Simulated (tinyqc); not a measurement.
Inside a calculation: armchair graphene nanoribbon in tight binding. Values are carried at full precision from step to step, so a last printed digit may differ when a step is redone from the rounded ones.

An armchair ribbon of N dimer lines, width (N - 1) sqrt3 acc/2, period 3 acc, one pz orbital a site. In line n, A_n binds to B_n with -t exp(ik/3), times (1 + d) in the two edge lines, and to B_(n-1) and B_(n+1) with -t exp(-ik/6); k runs from -pi to pi. For d = 0 the modes across the ribbon are sin(n p pi/(N + 1)), p = 1 to N, with E = -/+ t sqrt(1 + 4 c^2 + 4 c cos(k/2)), c = cos(p pi/(N + 1)).

Parameters, chosen for this exercise (near those used for graphene; the results hold for these values, not for the real material):
- t = 2.79 eV (hopping)
- N = 5 (dimer lines)
- k = 0.19 (k times the period 3 acc)
- d = 0 (relative strengthening of the edge bonds)

## Transverse modes without edge correction

For each p give c, |E| at k = 0, t |1 + 2c|, and |E| at the given k.

Modes:

| p | c | \|E\| at k = 0 (eV) | \|E\| at k (eV) |
|---|---|---|---|
| 1 | 0.8660 | 7.6224 | 7.6144 |
| 2 | 0.5000 | 5.5800 | 5.5737 |
| 3 | 0.0000 | 2.7900 | 2.7900 |
| 4 | -0.5000 | 0.0000 | 0.2650 |
| 5 | -0.8660 | 2.0424 | 2.0720 |

N = 5 = 3 x 1 + 2. Mode p = 4 has c = -1/2 and passes through zero: no gap at this level.

## The Hamiltonian at k

Fill in the matrix.

H(k) (eV), lower triangle (Hermitian):
```
                 A1               A2               A3               A4               A5  B1
A1                0
A2                0                0
A3                0                0                0
A4                0                0                0                0
A5                0                0                0                0                0
B1  -2.7844+0.1766i  -2.7886-0.0883i                0                0                0   0
B2  -2.7886-0.0883i  -2.7844+0.1766i  -2.7886-0.0883i                0                0   0
B3                0  -2.7886-0.0883i  -2.7844+0.1766i  -2.7886-0.0883i                0   0
B4                0                0  -2.7886-0.0883i  -2.7844+0.1766i  -2.7886-0.0883i   0
B5                0                0                0  -2.7886-0.0883i  -2.7844+0.1766i   0

    B2  B3  B4  B5
B2   0
B3   0   0
B4   0   0   0
B5   0   0   0   0
```

## Levels at k

Diagonalise H.

levels (eV): -7.6144  -5.5737  -2.7900  -2.0720  -0.2650  0.2650  2.0720  2.7900  5.5737  7.6144

The levels come in pairs +E, -E because only A-B bonds occur.

## The gap with the edge correction

First order in d: for the mode p nearest to c = -1/2 the gap is 2t |1 + 2c + d w|, w = 4 sin^2(p pi/(N + 1))/(N + 1) being the weight on the two edge lines. Compare with twice the smallest |E| of H(0).

p = 4
w = 0.5000
gap to first order = 0.0000 eV
gap from H(0) = 0.0000 eV

With d = 0 the two agree.

## Checks

- Positive levels of H(k) for d = 0 against the mode formula: they agree to 1e-10 or better.

(tinyqc, `OMP_NUM_THREADS=1 python tinyqc.py 1452652 1452653 out.jsonl`, Intel(R) Xeon(R) Processor @ 2.30GHz, 1 thread, shared host, about 0.02 s.)
